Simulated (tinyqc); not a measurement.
Worked calculation: a particle near a wafer in liquid: double-layer and van der Waals forces (DLVO), deposition barrier and removal. Computed by tinyqc, a small Python program that keeps every step. Command: `OMP_NUM_THREADS=1 python tinyqc.py 3110068 3110069 out.jsonl dlvo walk`. One thread of a shared host (Intel(R) Xeon(R) Processor @ 2.30GHz), about 0.01 s of CPU time with the checks. Intermediate numbers are printed to about 6 digits and carried at full precision; extremes and crossings named in words are read from the listed rows.

Sphere and flat wall, Derjaguin approximation, constant potentials in the linear-superposition form, no retardation and no hydration force.

Inputs (values chosen for the exercise, of the order of those for silicon nitride on silicon in water):

| quantity | value | unit |
|---|---|---|
| particle radius R | 390 | nm |
| Hamaker constant A | 3.2e-20 | J |
| potential of the particle psi_1 | -34 | mV |
| potential of the wafer psi_2 | -32 | mV |
| salt concentration c | 0.00071 | mol/L |
| valence z of the symmetric salt | 1 | - |
| temperature T | 343 | K |
| dielectric constant of the liquid | 63.7 | - |
| gap h | 4.5 | nm |
| contact distance h0 | 0.4 | nm |
| contact radius over R | 0.091 | - |
| viscosity | 0.67 | mPa s |

Constants: e = 1.602176634e-19 C; N_A = 6.02214076e+23 1/mol; eps_0 = 8.8541878128e-12 F/m; k_B = 1.380649e-23 J/K; k_B = 8.617333262e-05 eV/K.

## Screening

kappa^2 = 2 z^2 e^2 N_A (1000 c)/(eps eps_0 k_B T); gamma_i = tanh(z e psi_i/(4 k_B T)); Z = 64 pi eps eps_0 (k_B T/(z e))^2 gamma_1 gamma_2.

kappa = 0.0906561 1/nm

Debye length = 11.0307 nm

gamma_1 = -0.279902

gamma_2 = -0.264238

Z = 7.32746 pN

kappa R = 35.3559

Like signs: the double layers repel.

## Energy and force at one gap

U(h) = Z R exp(-kappa h) - A R/(6 h); F(h) = -dU/dh = kappa Z R exp(-kappa h) - A R/(6 h^2), positive for repulsion.

double-layer energy = 401.300 k_B T

van der Waals energy = -97.6053 k_B T

U(h) = 303.695 k_B T

F(h) = 69.5674 pN

Caution: for kappa h below 1 linear superposition is only rough, and charge regulation matters.

## The curve

The formulas are those given above.

Against the gap:

| h (nm) | kappa h | U (k_B T) | F (pN) |
|---|---|---|---|
| 0.4 | 0.03626 | -516.101 | -1.27502e+04 |
| 0.6 | 0.05439 | -160.538 | -5.53242e+03 |
| 1.0 | 0.09066 | 111.925 | -1.84338e+03 |
| 1.5 | 0.13598 | 233.908 | -6.98315e+02 |
| 2.5 | 0.22664 | 305.384 | -1.26268e+02 |
| 4.0 | 0.36262 | 310.103 | 5.02724e+01 |
| 7.0 | 0.63459 | 257.173 | 9.48967e+01 |
| 12.0 | 1.08787 | 166.719 | 7.28442e+01 |
| 20.0 | 1.81312 | 76.488 | 3.70655e+01 |
| 40.0 | 3.62625 | 5.081 | 5.59536e+00 |

Caution: in rows with kappa h below 1 linear superposition is only rough.

## Barrier and secondary minimum

F = 0 reads x^2 exp(-x) = y with x = kappa h and y = A kappa/(6 Z); the left side peaks at x = 2 with 4/e^2 = 0.5413, so roots exist for smaller y: x < 2 is the barrier, x > 2 the secondary minimum.

y = 0.0659846

position of the barrier = 3.28906 nm

barrier height = 314.322 k_B T

position of the secondary minimum = 71.0919 nm

energy at the secondary minimum = -5.21963 k_B T

A barrier above 15 k_B T practically stops deposition. The secondary minimum is deep enough to hold particles loosely.

## Critical salt concentration

The barrier height is zero when U = 0 and F = 0 together: kappa h = 1 and kappa = 6 Z/(e A), e = 2.718282 here; c follows from kappa^2, with the potentials held fixed.

critical kappa = 0.505429 1/nm

critical concentration = 0.0220691 mol/L

## Adding salt

kappa scales as sqrt(c); potentials are held fixed. A dash marks rows without a maximum.

Against the concentration:

| c (mol/L) | Debye length (nm) | barrier at (nm) | barrier (k_B T) | minimum at (nm) | minimum (k_B T) |
|---|---|---|---|---|---|
| 2.21e-06 | 197.713 | 12.3776 | 531.344 | 2.02878e+03 | -1.95398e-01 |
| 2.21e-05 | 62.522 | 7.1424 | 476.809 | 5.50414e+02 | -7.07343e-01 |
| 2.21e-04 | 19.771 | 4.2208 | 383.385 | 1.43721e+02 | -2.63567e+00 |
| 1.10e-03 | 8.862 | 3.0098 | 283.746 | 5.42696e+01 | -6.77174e+00 |
| 4.41e-03 | 4.426 | 2.3372 | 167.955 | 2.23068e+01 | -1.57833e+01 |
| 1.10e-02 | 2.802 | 2.0641 | 76.120 | 1.18678e+01 | -2.82703e+01 |
| 1.99e-02 | 2.084 | 1.9810 | 11.479 | 7.56421e+00 | -4.20718e+01 |
| 3.31e-02 | 1.616 | 2.0368 | -44.602 | 4.82005e+00 | -6.05821e+01 |
| 6.62e-02 | 1.142 | - | - | - | - |

At low salt the barrier tends to Z R = 603 k_B T; it is half of that between 2.2e-4 and 0.0011 mol/L and changes sign at 0.022 mol/L, while the secondary minimum deepens to -42 k_B T at 0.9 of that.

## Removing an attached particle

Adhesion F_a = A R/(6 h0^2) [1 + a^2/(R h0)] - kappa Z R exp(-kappa h0), a the contact radius. Drag in a shear flow F_d = 1.7 x 6 pi mu R^2 G, acting at 1.4 R; rolling starts when 1.4 R F_d = a F_a. Wall shear stress = mu G.

van der Waals adhesion = 117962 pN

net adhesion F_a = 117712 pN

wall shear stress for rolling = 1569.84 Pa

shear rate G = 2.34304e+06 1/s

Checks made by the program: force against a difference of U (relative difference below 1e-10).
